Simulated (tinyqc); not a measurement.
MOSFET in the linear regime without short-channel effects, parameter extraction from computed curves: two steps of the calculation.

Inversion charge Q = Cox n Vt W0(exp((Vg - VT)/(n Vt))), W0 the Lambert function and n = nf; u = Q/Cox; mobility mu = mu0/(1 + th1 u + th2 u^2); channel resistance Rch = (L - dL)/(W mu Q); Id = Vd/(Rch + Rsd/W). Cox = eps0 eox/tox. Small Vd, no channel-length or drain effects.

Values chosen for this exercise; channel values of the order met in silicon transistors:
```
symbol,value,unit,meaning
T,200,K,temperature
eox,3.9,,relative permittivity of the gate insulator (close to silicon dioxide)
tox,1,nm,insulator thickness
mu0,220,cm^2/(V s),low-field mobility
th1,0.69,1/V,first mobility attenuation factor
th2,0,1/V^2,second mobility attenuation factor
VT,0.26,V,threshold voltage
nf,1.21,,body factor
W,1,um,gate width
L,0.89,um,drawn gate length
dL,0.002,um,drawn less effective length
Rsd,84,ohm um,source plus drain resistance
Vd,0.01,V,drain voltage
```

Constants: q = 1.602176634e-19 C, kB = 1.380649e-23 J/K, Vt = kB T/q, eps0 = 8.8541878128e-14 F/cm where lengths are in cm. Results are converted to the units shown.

Task 1. Transfer curve. u, mu, Rch and Id as defined.

```
point,Vg (V)
0,0.1
1,0.18
2,0.26
3,0.34
4,0.42
5,0.5
6,0.58
7,0.66
8,0.74
9,0.82
10,0.9
```

Give: u; mu; Rch; Id.

Result 1.

```
point,u (V),mu (cm^2/(V s)),Rch (ohm),Id (uA)
0,9.7029e-6,220.00,1.2047e8,8.3008e-5
1,4.4053e-4,219.93,2.6542e6,0.0037675
2,0.011827,218.22,99638,0.10028
3,0.058492,211.47,20790,0.47906
4,0.12299,202.79,10310,0.96206
5,0.19354,194.08,6846.2,1.4430
6,0.26684,185.79,5187.0,1.8972
7,0.34169,178.03,4227.5,2.3194
8,0.41751,170.80,3606.3,2.7098
9,0.49400,164.07,3172.7,3.0706
10,0.57098,157.82,2853.7,3.4040
```

Task 2. The Y function. Y_i = Id_i/sqrt(gm_i). For Id = beta Vd x/(1 + th x), x = Vg - VT, Y = sqrt(beta Vd) x whatever th. Slope s from points 6 and 9; VT_Y = Vg - Y/s at point 9; beta = s^2/Vd; mobility beta L/(W Cox) with the drawn L; th* = (beta Vd x/Id - 1)/x at point 9.

```
point,Vg (V),Id (uA)
0,0.1,8.3008254e-5
1,0.18,0.0037674631
2,0.26,0.10027862
3,0.34,0.47905654
4,0.42,0.96206299
5,0.5,1.4429699
6,0.58,1.8971562
7,0.66,2.3193662
8,0.74,2.7098369
9,0.82,3.0705513
10,0.9,3.4039895
```

```
point,gm (uS)
1,0.62622256
2,2.9705567
3,5.3861524
4,6.0244588
5,5.8443324
6,5.4774764
7,5.0792545
8,4.6949069
9,4.3384537
```

Give: Y; s; VT_Y; beta; mobility from Y; th*.

Result 2.

```
point,Y (uA^0.5 V^0.5)
1,0.004761
2,0.05818
3,0.2064
4,0.3920
5,0.5969
6,0.8106
7,1.029
8,1.251
9,1.474
```

s = 2.765 uA^0.5 V^-0.5
VT_Y = 0.2868 V
beta = 764.4 uA/V^2
mobility from Y = 197.0 cm^2/(V s)
th* = 0.6141 1/V

The mobility from Y is 11 % below mu0 L/(L - dL) = 220 cm^2/(V s), which it should reach in deep inversion when th2 = 0.

Numbers from tinyqc (`OMP_NUM_THREADS=1 python tinyqc.py 2210135 2210136 out.jsonl`; about 0.02 s on one thread of a shared Intel Xeon 2.30GHz).
